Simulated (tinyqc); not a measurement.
Vacuum evaporation: vapour pressure, source flux, thickness distribution, purity and step coverage: one step, computed by the program tinyqc. Command: `OMP_NUM_THREADS=1 python tinyqc.py 3113540 3113541 out.jsonl evap walk`. One thread of a shared host (Intel(R) Xeon(R) Processor @ 2.30GHz), about 0.01 s of CPU time with the checks.

Molecular flow, unit sticking of the metal, no re-evaporation. The background gas is taken as water vapour (18.015 g/mol, collision diameter 0.37 nm) at 300 K.

Question. Rate and uniformity on a fixed wafer above the source. A small source emits (n + 1) Phi area cos^n(phi)/(2 pi) per solid angle; on a parallel plane at height h and lateral distance l the arrival rate is (n + 1) Phi area/(2 pi h^2) x (1 + (l/h)^2)^(-(n + 3)/2). Growth rate = arrival rate x m/rho, m = M u. The wafer is fixed and centred above the source.

Inputs (values chosen for the exercise, modelled on copper, with constants for the liquid):
```
quantity,value,unit
molar mass M,63.55,g/mol
film density rho,8.96,g/cm^3
source temperature T,1530,K
source area,0.8,cm^2
directionality n,4,-
source-to-wafer distance h,57,cm
wafer radius R,5,cm
```

flux Phi = 1.058801e+18 1/(cm^2 s)

Constants: u = 1.6605390666e-27 kg.

Give: arrival rate at the centre; growth rate at the centre; edge over centre; non-uniformity (max - min)/(max + min); share of the material that lands on the wafer, 1 - (1 + (R/h)^2)^(-(n + 1)/2).

Answer.

arrival rate at the centre = 2.075e+14 1/(cm^2 s)

growth rate at the centre = 0.02443 nm/s

edge over centre = 0.9735

non-uniformity (max - min)/(max + min) = 1.341 %

share of the material that lands on the wafer, 1 - (1 + (R/h)^2)^(-(n + 1)/2) = 1.898 %
